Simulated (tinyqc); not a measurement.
Worked calculation: Hueckel theory of the pi electrons, for the molecule c1ccc2ccccc2c1 (SMILES; centres numbered as the heavy atoms are written). Computed by tinyqc, a small Python program that keeps every step. Settings: charge = 0. Command: `OMP_NUM_THREADS=1 python tinyqc.py 27578 27579 out.jsonl` (the two numbers bound the seeds that draw the settings). One thread of a shared host (Intel(R) Xeon(R) Processor @ 2.60GHz), about 0.01 s of CPU time with the checks.

## The Hueckel matrix

Centres:
```
centre  z_r, pi electrons of the neutral centre        h
1C                                            1  0.00000
2C                                            1  0.00000
3C                                            1  0.00000
4C                                            1  0.00000
5C                                            1  0.00000
6C                                            1  0.00000
7C                                            1  0.00000
8C                                            1  0.00000
9C                                            1  0.00000
10C                                           1  0.00000
```

Bonds:
```
i    j  k
1    2  1
2    3  1
3    4  1
4    5  1
5    6  1
6    7  1
7    8  1
8    9  1
9   10  1
10   1  1
9    4  1
```

H_rr = alpha + h_r beta, H_rs = k_rs beta for bonded centres.

Hueckel matrix in units of beta (H = alpha + beta A), order 1C, 2C, 3C, 4C, 5C, 6C, 7C, 8C, 9C, 10C:
```
[[0.00000, 1.00000, 0.00000, 0.00000, 0.00000, 0.00000, 0.00000, 0.00000, 0.00000, 1.00000],
 [1.00000, 0.00000, 1.00000, 0.00000, 0.00000, 0.00000, 0.00000, 0.00000, 0.00000, 0.00000],
 [0.00000, 1.00000, 0.00000, 1.00000, 0.00000, 0.00000, 0.00000, 0.00000, 0.00000, 0.00000],
 [0.00000, 0.00000, 1.00000, 0.00000, 1.00000, 0.00000, 0.00000, 0.00000, 1.00000, 0.00000],
 [0.00000, 0.00000, 0.00000, 1.00000, 0.00000, 1.00000, 0.00000, 0.00000, 0.00000, 0.00000],
 [0.00000, 0.00000, 0.00000, 0.00000, 1.00000, 0.00000, 1.00000, 0.00000, 0.00000, 0.00000],
 [0.00000, 0.00000, 0.00000, 0.00000, 0.00000, 1.00000, 0.00000, 1.00000, 0.00000, 0.00000],
 [0.00000, 0.00000, 0.00000, 0.00000, 0.00000, 0.00000, 1.00000, 0.00000, 1.00000, 0.00000],
 [0.00000, 0.00000, 0.00000, 1.00000, 0.00000, 0.00000, 0.00000, 1.00000, 0.00000, 1.00000],
 [1.00000, 0.00000, 0.00000, 0.00000, 0.00000, 0.00000, 0.00000, 0.00000, 1.00000, 0.00000]]
```

## Orbitals

pi electrons, sum of z_r less the charge = 10

Diagonalise; E = alpha + x beta with beta < 0, so the largest x are filled first; degenerate levels share their electrons. P = sum n_i c_ri c_si; each orbital has its largest coefficient positive (the first on a tie).

x values: [2.30278, 1.61803, 1.30278, 1.00000, 0.61803, -0.61803, -1.00000, -1.30278, -1.61803, -2.30278]

occupations: [2.00000, 2.00000, 2.00000, 2.00000, 2.00000, 0.00000, 0.00000, 0.00000, 0.00000, 0.00000]

coefficients, order 1C, 2C, 3C, 4C, 5C, 6C, 7C, 8C, 9C, 10C:
```
[[0.23070, 0.42533, -0.17352, 0.40825, -0.26287, -0.26287, 0.40825, -0.17352, 0.42533, -0.23070],
 [0.23070, 0.42533, 0.17352, 0.40825, 0.26287, -0.26287, -0.40825, -0.17352, -0.42533, 0.23070],
 [0.30055, 0.26287, 0.39959, 0.00000, 0.42533, 0.42533, 0.00000, 0.39959, 0.26287, -0.30055],
 [0.46140, 0.00000, 0.34705, -0.40825, 0.00000, 0.00000, 0.40825, -0.34705, 0.00000, 0.46140],
 [0.30055, -0.26287, 0.39959, 0.00000, -0.42533, -0.42533, 0.00000, 0.39959, -0.26287, -0.30055],
 [0.23070, -0.42533, 0.17352, 0.40825, -0.26287, 0.26287, -0.40825, -0.17352, 0.42533, 0.23070],
 [0.23070, -0.42533, -0.17352, 0.40825, 0.26287, 0.26287, 0.40825, -0.17352, -0.42533, -0.23070],
 [0.30055, -0.26287, -0.39959, 0.00000, 0.42533, -0.42533, 0.00000, 0.39959, 0.26287, 0.30055],
 [0.46140, 0.00000, -0.34705, -0.40825, 0.00000, 0.00000, -0.40825, -0.34705, 0.00000, -0.46140],
 [0.30055, 0.26287, -0.39959, 0.00000, -0.42533, 0.42533, 0.00000, 0.39959, -0.26287, 0.30055]]
```

charge and bond-order matrix P, order 1C, 2C, 3C, 4C, 5C, 6C, 7C, 8C, 9C, 10C:
```
[[1.00000, 0.60317, 0.00000, -0.24088, 0.00000, 0.15595, 0.00000, -0.16986, 0.00000, 0.72456],
 [0.60317, 1.00000, 0.72456, 0.00000, -0.16986, 0.00000, 0.15595, 0.00000, -0.24088, 0.00000],
 [0.00000, 0.72456, 1.00000, 0.55470, 0.00000, -0.16986, 0.00000, 0.08493, 0.00000, -0.36228],
 [-0.24088, 0.00000, 0.55470, 1.00000, 0.55470, 0.00000, -0.24088, 0.00000, 0.51823, 0.00000],
 [0.00000, -0.16986, 0.00000, 0.55470, 1.00000, 0.72456, 0.00000, -0.36228, 0.00000, 0.08493],
 [0.15595, 0.00000, -0.16986, 0.00000, 0.72456, 1.00000, 0.60317, 0.00000, -0.24088, 0.00000],
 [0.00000, 0.15595, 0.00000, -0.24088, 0.00000, 0.60317, 1.00000, 0.72456, 0.00000, -0.16986],
 [-0.16986, 0.00000, 0.08493, 0.00000, -0.36228, 0.00000, 0.72456, 1.00000, 0.55470, 0.00000],
 [0.00000, -0.24088, 0.00000, 0.51823, 0.00000, -0.24088, 0.00000, 0.55470, 1.00000, 0.55470],
 [0.72456, 0.00000, -0.36228, 0.00000, 0.08493, 0.00000, -0.16986, 0.00000, 0.55470, 1.00000]]
```

## Energy, charges, bond orders

E = sum n x; q_r = z_r - P_rr; bond order p = P_rs; free valence = sqrt(3) - sum of p over the bonds of the atom.

pi energy = 10 alpha + this times beta = 13.68324

pi charges: [0.00000, 0.00000, 0.00000, 0.00000, 0.00000, 0.00000, 0.00000, 0.00000, 0.00000, 0.00000]

Bond orders and lengths from R = 1.517 - 0.180 p (angstrom, C-C alone):
```
bond        p        R
1-2   0.60317  1.40843
2-3   0.72456  1.38658
3-4   0.55470  1.41715
4-5   0.55470  1.41715
5-6   0.72456  1.38658
6-7   0.60317  1.40843
7-8   0.72456  1.38658
8-9   0.55470  1.41715
9-10  0.55470  1.41715
10-1  0.72456  1.38658
9-4   0.51823  1.42372
```

free valence of the carbons: [0.40432, 0.40432, 0.45279, 0.10442, 0.45279, 0.40432, 0.40432, 0.45279, 0.10442, 0.45279]

gap between the highest filled and the next level = 1.23607 |beta|
